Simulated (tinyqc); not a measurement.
Microkinetic model of low-temperature epitaxy from hydride gases: adsorption, hydrogen desorption and rate control: one step, computed by the program tinyqc. Command: `OMP_NUM_THREADS=1 python tinyqc.py 3020364 3020365 out.jsonl hepi walk`. One thread of a shared host (Intel(R) Xeon(R) Processor @ 2.30GHz), about 0.01 s of CPU time with the checks.

Each hydride molecule needs two free sites and leaves four hydrogen atoms, of which two leave at once as H2; theta is the hydrogen coverage, the site density is 6.78 per nm^2 and one layer is 1.358 angstrom thick.

Task: Coverage and growth rate. With k the hydride and k_H the hydrogen adsorption rate on free pairs and k_d the desorption rate, steady state: 2 (k + k_H)(1 - theta)^2 = k_d theta^2; growth rate R = k (1 - theta)^2 layers/s; 1 layer/s = 8.148 nm/min. With c = 2 (k + k_H)/k_d the free share is 1 - theta = 1/(1 + sqrt(c)).

Inputs (values chosen for the exercise, close to those used for silane and germane, with second-order desorption as on Si(111) but the site density of Si(001)): temperature T = 670 C.

Film: silicon-germanium. Order of hydrogen desorption: second.

k = 0.5633564 1/s

k_H = 0 1/s

k_d = 92.42744 1/s

Give: c; hydrogen coverage theta; growth rate R in layers; growth rate G.

Result:

c = 0.012190

hydrogen coverage theta = 0.099431

growth rate R in layers = 0.45690 layers/s

growth rate G = 3.7228 nm/min

The surface is mostly bare: the arrival of hydride limits growth.
